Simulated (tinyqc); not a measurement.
sp3s* tight binding: one step. Levels at this k. The numbers come from values chosen for the exercise (near a published set for Si, fitted to gaps, whose masses and valley positions are rough; spin-orbit coupling, where it is added without a refit, lifts the valence top and shrinks all gaps by about a third of the splitting).

H(k) (eV):
```
                      sa                   xa                   ya                   za                  s*a
sa             -4.227000                    0                    0                    0                    0
xa                     0             1.727000                    0                    0                    0
ya                     0                    0             1.727000                    0                    0
za                     0                    0                    0             1.727000                    0
s*a                    0                    0                    0                    0             6.646000
sc   -7.947144-0.042248i   0.166884+0.956200i   0.166884+0.956200i   0.166884+0.956200i                    0
xc   -0.166884-0.956200i   1.647171+0.008757i  -0.132435-0.758820i  -0.132435-0.758820i  -0.156022-0.893966i
yc   -0.166884-0.956200i  -0.132435-0.758820i   1.647171+0.008757i  -0.132435-0.758820i  -0.156022-0.893966i
zc   -0.166884-0.956200i  -0.132435-0.758820i  -0.132435-0.758820i   1.647171+0.008757i  -0.156022-0.893966i
s*c                    0   0.156022+0.893966i   0.156022+0.893966i   0.156022+0.893966i                    0

                      sc                   xc                   yc                   zc                 s*c
sa   -7.947144+0.042248i  -0.166884+0.956200i  -0.166884+0.956200i  -0.166884+0.956200i                   0
xa    0.166884-0.956200i   1.647171-0.008757i  -0.132435+0.758820i  -0.132435+0.758820i  0.156022-0.893966i
ya    0.166884-0.956200i  -0.132435+0.758820i   1.647171-0.008757i  -0.132435+0.758820i  0.156022-0.893966i
za    0.166884-0.956200i  -0.132435+0.758820i  -0.132435+0.758820i   1.647171-0.008757i  0.156022-0.893966i
s*a                    0  -0.156022+0.893966i  -0.156022+0.893966i  -0.156022+0.893966i                   0
sc             -4.227000                    0                    0                    0                   0
xc                     0             1.727000                    0                    0                   0
yc                     0                    0             1.727000                    0                   0
zc                     0                    0                    0             1.727000                   0
s*c                    0                    0                    0                    0            6.646000
```

Problem. Diagonalise H, which belongs to k = (0.11, 0.11, 0.11) (2 pi/a). Four bands are filled (two electrons each); give the make-up of band 5, the lowest empty one.

Give: levels; weights of band 5; weight of band 5 on atom a.

Solution.

levels (eV): -12.3544  -1.1736  -0.2111  -0.2111  3.1282  3.6651  3.6651  4.2975  7.0240  7.3703

weights of band 5: s 0.081, p 0.766, s* 0.153

weight of band 5 on atom a = 0.500

The vertical gap at this k is 3.3393 eV; band 5 is mostly p-like.

Program tinyqc; command `OMP_NUM_THREADS=1 python tinyqc.py 1452026 1452027 out.jsonl`; about 0.2 s on one thread of a shared Intel(R) Xeon(R) Processor @ 2.30GHz.
